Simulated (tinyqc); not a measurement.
Long-channel MOSFET, surface-potential model: potential, charge and velocity along the channel.

n-channel transistor on a uniformly doped p-type body, gradual-channel approximation, constant mobility, Boltzmann statistics, full ionisation. Potentials are counted from the neutral body; V is the electron quasi-Fermi potential, Vsb at the source and Vsb + Vds at the drain. Charges are magnitudes per area.

ni = sqrt(Nc Nv) exp(-Eg/(2 Vt)), Eg in volts; phiF = Vt ln(Na/ni); Cox = eps0 eox/tox; gamma = sqrt(2 q eps0 eps_r Na)/Cox. The surface potential psi at channel potential V solves Vgs + Vsb - Vfb - psi = gamma sqrt(G), G = psi - Vt + Vt exp((psi - 2 phiF - V)/Vt). Charge sheet: Qi = Cox gamma [sqrt(G) - sqrt(psi - Vt)]; I = mu (W/L) [integral of Qi dpsi from psi_0 to psi_L (drift) + Vt (Qi0 - QiL) (diffusion)], with psi_0 at V = Vsb and psi_L at V = Vsb + Vds. The current is the same at every point, so the place y where the channel potential is Vsb + v follows from y/L = I(Vds = v)/I(Vds); the mean carrier velocity is I/(W Qi).

Values chosen for this exercise; material values those of a made-up semiconductor:
```
symbol,value,unit,meaning
T,325,K,temperature
Eg,1.08,eV,band gap
eps_r,10.8,,relative permittivity of the semiconductor
Nc,2.37e19,cm^-3,conduction-band density of states at T
Nv,3.59e19,cm^-3,valence-band density of states at T
Na,3.3e16,cm^-3,acceptor density of the body
eox,3.71,,relative permittivity of the gate insulator
tox,9.5,nm,insulator thickness
Vfb,-0.67,V,flat-band voltage
mu,330,cm^2/(V s),channel mobility
W,2,um,gate width
L,1,um,gate length
Vsb,0,V,source-body reverse bias
Vgs,0.93,V,gate-source voltage
Vds,0.1,V,drain-source voltage
```

Constants: q = 1.602176634e-19 C, kB = 1.380649e-23 J/K, Vt = kB T/q, eps0 = 8.8541878128e-14 F/cm where lengths are in cm. Results are converted to the units shown.

Along the channel:
```
v (V),psi (V),Qi (nC/cm^2),y/L,velocity (cm/s)
0.012,0.8605,163.9,0.1329,2.955e5
0.025,0.8724,159.2,0.2729,3.043e5
0.038,0.8843,154.4,0.4088,3.137e5
0.05,0.8952,150.1,0.5305,3.228e5
0.062,0.9061,145.7,0.6487,3.325e5
0.075,0.9179,141.0,0.7728,3.436e5
0.088,0.9297,136.3,0.8928,3.554e5
0.1,0.9405,132.0,1.000,3.670e5
```

What do the numbers show?

Half of the listed voltage range, v = 0.05 V, is reached at y/L = 0.530. The charge falls from 164 to 132 nC/cm^2 over the rows, so the velocity rises by a factor of 1.24 to keep the current constant.

Program tinyqc, `OMP_NUM_THREADS=1 python tinyqc.py 2360170 2360171 out.jsonl`; Intel Xeon 2.30GHz, shared host, one thread, about 0.04 s.
